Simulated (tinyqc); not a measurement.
# Film and buried-oxide thickness from two coupling ratios

Question. In a depleted film -dVT/dVb is k1 = Cs Cbox/(Cox (Cs + Cbox)) for a front channel and k2 = Cbox (Cox + Cs)/(Cox Cs) for a back channel, with Cox = eps0 eox/tox, Cs = eps0 eps_r/ts, Cbox = 3.9 eps0/tb. Find ts and tb.

Inputs (values chosen for the exercise); band and dielectric values those of a made-up semiconductor: relative permittivity eps_r = 15; relative permittivity of the gate insulator (close to silicon dioxide) eox = 3.9; insulator thickness tox = 1.3 nm.

coupling ratios for a front and a back channel: 0.026327514  0.055791667

Answer. With y = Cox/Cs and z = Cox/Cbox, 1/k1 = y + z and k2 = (1 + y)/z, so y = (k2/k1 - 1)/(1 + k2); the thicknesses follow from y and z.

ts = 5.300 nm
tb = 48.00 nm

tinyqc, about 0.3 s, one thread, Intel Xeon 2.30GHz (shared host): `OMP_NUM_THREADS=1 python tinyqc.py 2190127 2190128 out.jsonl`
